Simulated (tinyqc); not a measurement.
From one set of inputs to another, one input at a time: capillary instabilities by surface diffusion: grooving and agglomeration of films, edge retraction, wire break-up and smoothing of roughness. Computed by tinyqc, a small Python program. Command: `OMP_NUM_THREADS=1 python tinyqc.py 3012561 3012562 out.jsonl dewet ladder`. One thread of a shared host (Intel(R) Xeon(R) Processor @ 2.30GHz), about 0.01 s of CPU time with the checks.

Isotropic surface energy; shapes change by surface diffusion alone.

The inputs printed are set A. Inputs not listed in the table keep their values of set A, so the rows need not describe a real material.

Inputs (values chosen for the exercise, for a model film):
```
quantity,value,unit
surface energy gamma_s,1.21,J/m^2
grain-boundary energy gamma_b,0.37,J/m^2
contact angle on the substrate theta,50,degrees
atomic volume Omega,17,angstrom^3
surface sites nu,9.6,1/nm^2
prefactor D0,9.3e-06,m^2/s
activation energy Q,0.832,eV
temperature T,621,K
time t,22,s
film thickness h,21,nm
grain radius R,520,nm
```

Grooves: at the surface only.

Constants: k_B = 8.617333262e-05 eV/K; k_B = 1.380649e-23 J/K.

Method:
- B = D_s nu gamma_s Omega^2/(k_B T), D_s = D0 exp(-Q/(k_B T)).
- Groove angle beta: sin(beta) = gamma_b/(2 gamma). For circular grains of radius R with spherical caps the groove ends (measured from the mean surface) at the depth R g(beta), g = (2 - 3 cos beta + cos^3 beta)/(3 sin^3 beta). The film parts if R g(beta_s) > h.
- Mullins' isolated groove: depth below the flat surface d = 0.780 m (B t)^(1/4), m = tan(beta_s), width between the ridges 4.6 (B t)^(1/4); time to reach h: (h/(0.780 m))^4/B.
- A rim shaped as a circular segment with contact angle theta holds the area h x; its radius r obeys r^2 (theta - sin theta cos theta) = h x. To advance, the edge must carry a strip of the rim height H = r (1 - cos theta) over the rim, driven by the curvature 1/r over the distance r theta (the scaling argument of Brandon and Bradshaw): H dx/dt = B/(theta r^2) gives x^(5/2) = (5/2) B t c^(3/2)/(theta (1 - cos theta) h^(3/2)), c = theta - sin theta cos theta.

Each row keeps all changes above it:
```
input moved,from,to,groove depth (nm),time to reach the substrate (s),rim height H (nm)
set A,-,-,7.405,1.4234e+03,32.55
temperature T (K),621,1175,39.460,1.7648e+00,124.11
activation energy Q (eV),0.832,2.31,1.026,3.8555e+06,6.70
prefactor D0 (m^2/s),9.3e-06,0.00011,1.903,3.2597e+05,10.98
atomic volume Omega (angstrom^3),17,20,2.065,2.3551e+05,11.72
contact angle on the substrate theta (degrees),50,125,2.065,2.3551e+05,21.66
surface energy gamma_s (J/m^2),1.21,1.35,1.897,3.3017e+05,22.14
film thickness h (nm),21,38,1.897,3.5399e+06,24.93
```

Which inputs carry the difference?

Groove depth goes from 7.40 to 1.90, a factor 0.256 in all. The largest single move comes from activation energy Q (a factor 0.0260), and temperature T works against it (a factor 5.33). Time to reach the substrate goes from 1420 to 3.54e6, a factor 2490 in all. The largest single move comes from activation energy Q (a factor 2.18e6), and temperature T works against it (a factor 0.00124). rim height H goes from 32.5 to 24.9, a factor 0.766 in all. The largest single move comes from activation energy Q (a factor 0.0540), and temperature T works against it (a factor 3.81). The single moves hold for this order of the switches; the total does not depend on the order.

Caution (all rows): the grains are too small for the surface groove ever to reach the depth h. Caution (rows temperature T): this depth exceeds the film thickness, so the isolated-groove formula no longer applies. Caution (rows temperature T): the grooves of neighbouring boundaries overlap, so the depth levels off at its final value. Caution (rows activation energy Q, prefactor D0, atomic volume Omega, contact angle on the substrate theta, surface energy gamma_s, film thickness h): the rim is not yet high against the film, as the scaling law assumes.

Extremes, crossings and ranges named in words are read from the listed rows.
